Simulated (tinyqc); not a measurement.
## Long-channel MOSFET, surface-potential model: output curve

n-channel transistor on a uniformly doped p-type body, gradual-channel approximation, constant mobility, Boltzmann statistics, full ionisation. Potentials are counted from the neutral body; V is the electron quasi-Fermi potential, Vsb at the source and Vsb + Vds at the drain. Charges are magnitudes per area.

ni = sqrt(Nc Nv) exp(-Eg/(2 Vt)), Eg in volts; phiF = Vt ln(Na/ni); Cox = eps0 eox/tox; gamma = sqrt(2 q eps0 eps_r Na)/Cox. The surface potential psi at channel potential V solves Vgs + Vsb - Vfb - psi = gamma sqrt(G), G = psi - Vt + Vt exp((psi - 2 phiF - V)/Vt). Charge sheet: Qi = Cox gamma [sqrt(G) - sqrt(psi - Vt)]; I = mu (W/L) [integral of Qi dpsi from psi_0 to psi_L (drift) + Vt (Qi0 - QiL) (diffusion)], with psi_0 at V = Vsb and psi_L at V = Vsb + Vds. Pao-Sah: Qi(V) = (Cox gamma/2) integral from 3 Vt to psi of exp((u - 2 phiF - V)/Vt)/sqrt(G(u, V)) du, and I = mu (W/L) integral of Qi dV from Vsb to Vsb + Vds. Square law: VT = Vfb + 2 phiF + gamma sqrt(2 phiF + Vsb), m = 1 + gamma/(2 sqrt(2 phiF + Vsb)), I = mu Cox (W/L) [(Vgs - VT) v - m v^2/2] with v the smaller of Vds and (Vgs - VT)/m, and zero below VT.

Parameters, values chosen for the exercise; material values close to those of silicon:
- T = 293 K (temperature)
- Eg = 1.1 eV (band gap)
- eps_r = 11.9 (relative permittivity of the semiconductor)
- Nc = 2.66e19 cm^-3 (conduction-band density of states at T)
- Nv = 2.59e19 cm^-3 (valence-band density of states at T)
- Na = 8.3e17 cm^-3 (acceptor density of the body)
- eox = 25.2 (relative permittivity of the gate insulator)
- tox = 65 nm (insulator thickness)
- Vfb = -0.44 V (flat-band voltage)
- mu = 110 cm^2/(V s) (channel mobility)
- W = 1 um (gate width)
- L = 5 um (gate length)
- Vsb = 0 V (source-body reverse bias)
- Vgs = 2.27 V (gate-source voltage)

Constants: q = 1.602176634e-19 C, kB = 1.380649e-23 J/K, Vt = kB T/q, eps0 = 8.8541878128e-14 F/cm where lengths are in cm. Results are converted to the units shown.

Output curve:
```
Vds (V)  psi_L (V)  QiL (nC/cm^2)  I, charge sheet (uA)  I, Pao-Sah (uA)  I, square law (uA)
0.03         1.011          57.56               0.04277          0.04339             0.06202
0.06         1.034          43.60               0.07606          0.07715              0.1118
0.09         1.055          30.78                0.1005           0.1019              0.1493
0.12         1.074          19.59                0.1170           0.1187              0.1746
0.15         1.089          10.73                0.1268           0.1286              0.1877
0.18         1.098          4.831                0.1318           0.1337              0.1896
0.21         1.103          1.800                0.1339           0.1357              0.1896
0.24         1.105         0.5943                0.1346           0.1365              0.1896
0.27         1.106         0.1861                0.1348           0.1367              0.1896
```

What does the comparison show?

The Pao-Sah current rises from 0.0434 to 0.137 uA, while the charge at the drain end falls from 57.6 to 0.186 nC/cm^2. The current first comes within 1 % of its last value at Vds = 0.21 V among the rows listed; the square law saturates at (Vgs - VT)/m = 0.167 V. Over the last two rows psi_L moves by less than 1 mV: the drain has lost hold of the surface potential, so the current no longer grows. In the last row the charge sheet is 1.4 % below Pao-Sah and the square law 39 % above it. In every row the surface electron density at the source passes 0.3 Nc, where degeneracy and quantisation, left out here, matter.

Computed by the program tinyqc: `OMP_NUM_THREADS=1 python tinyqc.py 2360090 2360091 out.jsonl`, one thread of a shared Intel Xeon 2.30GHz, about 0.05 s for the whole run.
